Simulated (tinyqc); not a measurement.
Schottky barrier with interface states (Cowley-Sze model), image lowering and contact resistance: one step, computed by the program tinyqc. Command: `OMP_NUM_THREADS=1 python tinyqc.py 3002253 3002254 out.jsonl pinning walk`. One thread of a shared host (Intel(R) Xeon(R) Processor @ 2.30GHz), about 0.01 s of CPU time with the checks.

An n-type semiconductor under a metal. The barrier lies between the Schottky-Mott limit phi_M - chi and the Bardeen limit E_g - E_n, E_n being the neutrality level of the interface states; the space-charge term of the full Cowley-Sze expression is left out.

Task: Thermionic current. A* = 4 pi e m_e M_c k_B^2/h^3 (a simple valley count); J_s = A* T^2 exp(-phi/k_B T). J_0 uses phi_B; the reverse current uses phi_B less the image lowering, times 1 - exp(-V_r/k_B T).

Inputs (values chosen for the exercise, with gap, mass and screening modelled on GaN):
```
quantity           value  unit
electron mass m_e  0.199   m_0
valleys M_c            1     -
temperature T        200     K
reverse bias V_r     1.4     V
```

Pinning factor from: interface states.

barrier phi_B = 0.8404969 eV

image lowering = 0.04230435 eV

Constants: e = 1.602176634e-19 C; m_0 = 9.1093837015e-31 kg; k_B = 1.380649e-23 J/K; h = 6.62607015e-34 J s; k_B = 8.617333262e-05 eV/K.

Give: Richardson constant A*; J_0; thermionic reverse current.

Result:

Richardson constant A* = 23.91 A cm^-2 K^-2

J_0 = 6.326e-16 A/cm^2

thermionic reverse current = 7.365e-15 A/cm^2

Image lowering raises the reverse current by a factor 11.6.
